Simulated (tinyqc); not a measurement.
# Changing the junction depth x_j

Model: lateral field, substrate current, probability of reaching the oxide barrier and hot-carrier lifetime of a silicon transistor (pseudo-two-dimensional and lucky-electron models). Computed by tinyqc, a small Python program. Command: `OMP_NUM_THREADS=1 python tinyqc.py 3006193 3006194 out.jsonl hotcar sweep`. One thread of a shared host (Intel(R) Xeon(R) Processor @ 2.30GHz), about 0.01 s of CPU time with the checks.

Local-field models: a lucky carrier gains its energy at the peak field over a path free of collisions. Voltages are magnitudes.

Inputs (values chosen for the exercise, modelled on a silicon n-channel):
```
quantity                             value                      unit
channel length L                       310                        nm
oxide thickness t                      6.8                        nm
mobility mu                            310                cm^2/(V s)
saturation velocity v_s                0.8                  1e7 cm/s
threshold voltage V_T                 0.78                         V
gate voltage V_G                       1.7                         V
drain voltage V_D                      2.8                         V
ionisation prefactor A_i           2.3e+06                      1/cm
ionisation field B_i                  1.75                     MV/cm
hot-carrier mean free path lambda      7.3                        nm
oxide barrier phi_b                    3.1                        eV
interface-trap threshold phi_it        3.8                        eV
lifetime constant H                     40  s microampere/micrometre
```

Drain: abrupt.

Constants: eps_0 = 8.8541878128e-12 F/m.

Method:
- C_ox = 3.9 eps_0/t; F_sat = 2 v_s/mu; V_Dsat = V_ov F_sat L/(V_ov + F_sat L), V_ov = V_G - V_T; I_D/W = C_ox v_s (V_ov - V_Dsat).
- Scale length l = 0.22 t^(1/3) x_j^(1/2) (all in cm); F_m = sqrt(((V_D - V_Dsat)/l_e)^2 + F_sat^2), with l_e = l; length of the velocity-saturated region l_e ln((V_D - V_Dsat)/(l_e F_sat) + F_m/F_sat).
- Substrate current I_sub/I_D = (A_i/B_i)(V_D - V_Dsat) exp(-B_i/F_m); probability of reaching the oxide barrier exp(-phi_b/(e lambda F_m)); lifetime tau = (H/(I_D/W)) exp(phi_it/(e lambda F_m)).

One run for each value; columns: (1) junction depth x_j (nm); (2) peak field F_m (kV/cm); (3) substrate current I_sub/W (microampere/micrometre); (4) lifetime tau (s); (5) scale length l (nm):
```
(1)     (2)         (3)         (4)     (5)
28   686.44  3.1047e+01  5.7605e+02   32.37
39   582.28  1.9677e+01  2.2366e+03   38.21
56   486.76  1.0910e+01  1.2927e+04   45.78
80   408.23  5.4636e+00  1.0114e+05   54.72
110  349.18  2.6464e+00  8.7373e+05   64.16
160  290.96  9.7078e-01  1.7254e+07   77.38
230  244.34  3.0815e-01  5.2395e+08   92.78
330  205.96  8.1108e-02  2.7774e+10  111.13
```

Over the rows, peak field F_m (kV/cm) falls from 686 to 206 (exponent d ln y / d ln x about -0.49 throughout); substrate current I_sub/W (microampere/micrometre) falls from 31.0 to 0.0811 (exponent d ln y / d ln x -1.4 between the first rows and -3.7 between the last); lifetime tau (s) rises from 576 to 2.78e10 (exponent d ln y / d ln x 4.1 between the first rows and 11 between the last). The exponent of peak field F_m stays between -0.50 and -0.47, near -0.50: l grows as x_j^(1/2).

Caution (all rows): the empirical formula for l was fitted to oxides of about 15 nm or more; for thinner ones it is an extrapolation. Caution (all rows): e V_D is below phi_b or phi_it, so the available energy, not the field, limits hot carriers, and the lucky-electron formulas overstate them. Caution (rows 28.0, 39.0): multiplication above 10 % feeds back on the field and the source barrier (snapback), which the model leaves out. Caution (rows 160, 230, 330): the saturated region fills most of the channel, so the split into two regions is rough.

Extremes, crossings and ranges named in words are read from the listed rows.
